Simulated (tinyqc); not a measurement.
Deal-Grove kinetics of thermal oxidation of silicon: one step, computed by the program tinyqc.

Oxidant diffuses through the oxide and reacts at the interface, so that dx/dt = B/(A + 2x) for the oxide thickness x.

Task: A window beside field oxide. tau = (x_i^2 + A x_i)/B and x = (A/2) [sqrt(1 + 4 B (t + tau)/A^2) - 1], the root of x^2 + A x = B (t + tau). The same oxidation acts on the field oxide, with x_f in place of x_i. Each region consumes 0.44 times the oxide it grows; the step in the silicon surface is the difference, and the step in the oxide surface is (x_f(new) - 0.44 growth) against the same for the window, counted from the silicon surface before this oxidation.

Inputs (values chosen for the exercise, close to those used for silicon):

| quantity | value | unit |
|---|---|---|
| temperature T | 900 | C |
| initial oxide x_i | 0.1 | um |
| time t | 3 | h |
| field oxide beside the window x_f | 0.53 | um |

Ambient: steam. Surface: (100). Extension: masking step.

length A = 1.600692 um

parabolic constant B = 0.09346051 um^2/h

oxide thickness x = 0.2441656 um

Give: field oxide afterwards; step in the silicon; step in the oxide surface.

Result:

field oxide afterwards = 0.6315 um

step in the silicon = 0.01877 um

step in the oxide surface = 0.4061 um

The field oxide grows by 0.102 um and the window by 0.144 um: the thicker film slows the oxidant.
